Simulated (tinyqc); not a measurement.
Round or elliptic silicon nanowire with anisotropic valleys (Ritz method), step by step. Values are carried at full precision from step to step, so a last printed digit may differ when a step is redone from the rounded ones.

Wire along x = [100] on a (001) wafer, y = [010], z = [001]. Valley groups, two valleys each (w = inverse masses): A, axis along z: w_y = 1/mt, w_z = 1/ml, m_x = mt; B, axis along y: w_y = 1/ml, w_z = 1/mt, m_x = mt; C, axis along x: w_y = w_z = 1/mt, m_x = ml.

Constants: hbar^2/2m0 = 3.80998211 eV angstrom^2; kB = 8.617333262e-05 eV/K.

Parameters, chosen for this exercise (near those of a Si nanowire; not measured data): ml = 0.899 m0 (longitudinal mass); mt = 0.186 m0 (transverse mass); a = 44 angstrom (semi-axis along y); b = 32 angstrom (semi-axis along z); group = A (valley group worked out); T = 300 K (temperature).

## Stretching the ellipse

Scaling y by 1/sqrt(w_y) and z by 1/sqrt(w_z) makes the mass 1 and the semi-axes A = a/sqrt(w_y), B = b/sqrt(w_z). List them with the one-function estimate 3c (1/A^2 + 1/B^2) and the slender limit c (pi/2s)^2 (1 + 2s/(pi l)), s and l the smaller and larger of A, B; c = hbar^2/2m0.

Groups:

| group | g | A | B | axis ratio | one function (eV) | slender limit (eV) |
|---|---|---|---|---|---|---|
| A | 2 | 18.98 | 30.34 | 1.599 | 0.0442 | 0.0365 |
| B | 2 | 41.72 | 13.80 | 3.023 | 0.0666 | 0.0598 |
| C | 2 | 18.98 | 13.80 | 1.375 | 0.0918 | 0.0722 |

The one-function value suits axis ratios near 1 and the slender limit ratios well above 2.

## Matrices of three even functions

Hard wall on the ellipse (y/a)^2 + (z/b)^2 = 1, c = hbar^2/2m0. With u = y/a, v = z/b the operator is -c [(w_y/a^2) d2/du2 + (w_z/b^2) d2/dv2] on the unit disc. Basis (1 - u^2 - v^2) u^i v^j; S, X and Y are the disc integrals of f f', (df/du)(df'/du) and (df/dv)(df'/dv), from the integral of u^p v^q = 2 Gamma((p+1)/2) Gamma((q+1)/2)/((p + q + 2) Gamma((p+q+2)/2)) for even p, q; H = c (w_y X/a^2 + w_z Y/b^2).

Basis 1, u^2, v^2 times (1 - u^2 - v^2); form S and H for the chosen group.

S, lower triangle:
```
            1       u^2       v^2
1    1.047198
u^2  0.130900  0.039270
v^2  0.130900  0.013090  0.039270
```

H (meV), lower triangle:
```
           1     u^2     v^2
1    46.2416
u^2   7.7069  8.4300
v^2   7.7069  0.9634  5.0571
```

## Lowest level in this basis

Solve H p = E S p for the wire level; give E, the ratios p2/p1 and p3/p1, and H11/S11.

E = 42.3 meV

ratios: -0.28  -0.60

one function = 44.2 meV

The two added functions lower the level by 1.8 meV (4.2 %), mostly by narrowing the state along v, the direction in which the stretched ellipse is long.

## Subbands

Converged values use 21 functions of each parity class (e or o in u, then in v).

The nine lowest levels of all groups and parity classes.

Subbands:

| group, parity | g | m_x (m0) | E (eV) |
|---|---|---|---|
| A ee | 2 | 0.1860 | 0.0423 |
| B ee | 2 | 0.1860 | 0.0621 |
| A eo | 2 | 0.1860 | 0.0836 |
| C ee | 2 | 0.8990 | 0.0882 |
| B oe | 2 | 0.1860 | 0.0915 |
| B ee | 2 | 0.1860 | 0.1293 |
| A oe | 2 | 0.1860 | 0.1306 |
| A ee | 2 | 0.1860 | 0.1425 |
| B oe | 2 | 0.1860 | 0.1762 |

At 300 K and without degeneracy the populations go as g sqrt(m_x) exp(-E/kB T): among these nine the lowest level holds 44 % and the light transport mass mt 84 % of the electrons.

## Checks

- Circle of radius a with both masses mt against c (2.404826/R)^2/m, eV: both 0.0612.

Program tinyqc; command `OMP_NUM_THREADS=1 python tinyqc.py 1281296 1281297 out.jsonl`; about 0.05 s on one thread of a shared Intel(R) Xeon(R) Processor @ 2.30GHz.
